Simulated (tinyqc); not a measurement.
## Trap density from one capacitance

Inverse problem. Traps spread evenly through the insulator exchange electrons with the semiconductor by tunnelling, with tau(x) = t0 exp(2 ka x) at depth x from the interface. The admittance per area Y seen at depth x obeys dY/dx = -Y^2/(i w eps0 eox) + q Nb ln(1 + i w tau)/tau, with Y(0) = i w Cs and w = 2 pi f; the gate sees Y(tox) = G + i w C. Working variable y = Y/(i w), in uF/cm^2. Cox = eps0 eox/tox. Find Nb and G/w.

Parameters, values chosen for the exercise: relative permittivity of the insulator eox = 22.5; insulator thickness tox = 3.8 nm; semiconductor capacitance in accumulation Cs = 0.52 uF/cm^2; decay constant of the wave function in the insulator ka = 3 1/nm; time constant of a trap at the interface t0 = 5e-9 s; frequency f = 1e6 Hz.

Constants: q = 1.602176634e-19 C, eps0 = 8.8541878128e-14 F/cm where lengths are in cm. Results are converted to the units shown.

C = 0.86065668 uF/cm^2

Answer. C rises steadily with Nb, so one density matches; in practice ka and t0 must come from the frequency dependence.

Nb = 4.100e19 cm^-3 eV^-1
G/w = 0.1287 uF/cm^2

tinyqc, about 0.3 s, one thread, Intel Xeon 2.30GHz (shared host): `OMP_NUM_THREADS=1 python tinyqc.py 2202121 2202122 out.jsonl`
